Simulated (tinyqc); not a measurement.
## Resistance of a source-drain extension with a graded tip: effect of the gate overdrive

y runs along the channel, the gate covers y > 0. The doping is N0 for y < y0 and N0 10^(-(y - y0)/la) beyond, uniform over the depth xj. Sheet conductance s(y) = q mu(N) max(N - Nch, 0) xj + (for y > 0) ma Cox Vo, with mu(N) = u0 + (u1 - u0)/(1 + (N/Nr)^au) and Cox = eps0 eox/tox. Current is taken as one-dimensional; depletion of the tip, spreading and the contact are left out. The metallurgical junction lies at yj, where N = Nch.

R_spacer = integral of dy/s from -Ls to 0, R_ov from 0 to yj, R_channel = (Lg - 2 yj)/(ma Cox Vo), R_total = 2 R_spacer + 2 R_ov + R_channel. Electrical length L_eff = ma Cox dR_total/d(1/Vo); R_series = R_total - L_eff/(ma Cox Vo).

Parameters, values chosen for the exercise; mobility law close to that of electrons in silicon: relative permittivity of the gate insulator (close to silicon dioxide) eox = 3.9; insulator thickness tox = 1.7 nm; active doping of the extension far from the gate N0 = 9.4e19 cm^-3; lateral abruptness la = 1.9 nm/decade; position under the gate where the fall begins (gate edge at 0) y0 = 1.2 nm; depth of the extension xj = 18 nm; channel doping Nch = 3.1e17 cm^-3; spacer length Ls = 8 nm; mobility of the gate-induced layer ma = 190 cm^2/(V s); mobility at low doping u1 = 1414 cm^2/(V s); mobility at high doping u0 = 68.5 cm^2/(V s); reference doping Nr = 9.2e16 cm^-3; exponent au = 0.711; gate length Lg = 60 nm.

Constants: q = 1.602176634e-19 C, eps0 = 8.8541878128e-14 F/cm where lengths are in cm. Results are converted to the units shown.

The same in every row: yj (nm) = 5.915; R_spacer (ohm um) = 3.787.

Result of one run:

| Vo (V) | R_ov (ohm um) | R_channel (ohm um) | R_total (ohm um) | L_eff (nm) | R_series (ohm um) |
|---|---|---|---|---|---|
| 0.6 | 11.27 | 208.0 | 238.1 | 51.52 | 15.63 |

What becomes of these results when the gate overdrive Vo is changed from 0.6 to 0.15 V, all else the same?

Result of the changed run:

| Vo (V) | R_ov (ohm um) | R_channel (ohm um) | R_total (ohm um) | L_eff (nm) | R_series (ohm um) |
|---|---|---|---|---|---|
| 0.15 | 24.92 | 832.1 | 889.5 | 49.61 | 32.49 |

The whole series:

| Vo (V) | R_ov (ohm um) | R_channel (ohm um) | R_total (ohm um) | L_eff (nm) | R_series (ohm um) |
|---|---|---|---|---|---|
| 0.15 | 24.92 | 832.1 | 889.5 | 49.61 | 32.49 |
| 0.3 | 17.18 | 416.0 | 458.0 | 50.45 | 22.24 |
| 0.45 | 13.50 | 277.4 | 311.9 | 51.05 | 17.99 |
| 0.6 | 11.27 | 208.0 | 238.1 | 51.52 | 15.63 |
| 0.75 | 9.741 | 166.4 | 193.5 | 51.91 | 14.13 |
| 0.9 | 8.617 | 138.7 | 163.5 | 52.24 | 13.09 |
| 1.05 | 7.751 | 118.9 | 141.9 | 52.53 | 12.32 |
| 1.2 | 7.060 | 104.0 | 125.7 | 52.78 | 11.73 |

As Vo goes from 0.15 to 1.2, R_total falls from 889 to 126 ohm um, L_eff rises from 49.6 to 52.8 nm and R_series falls from 32.5 to 11.7 ohm um. Both extracted quantities depend on the overdrive at which they are taken.

Program tinyqc, `OMP_NUM_THREADS=1 python tinyqc.py 2282284 2282285 out.jsonl`; Intel Xeon 2.30GHz, shared host, one thread, about 0.03 s.
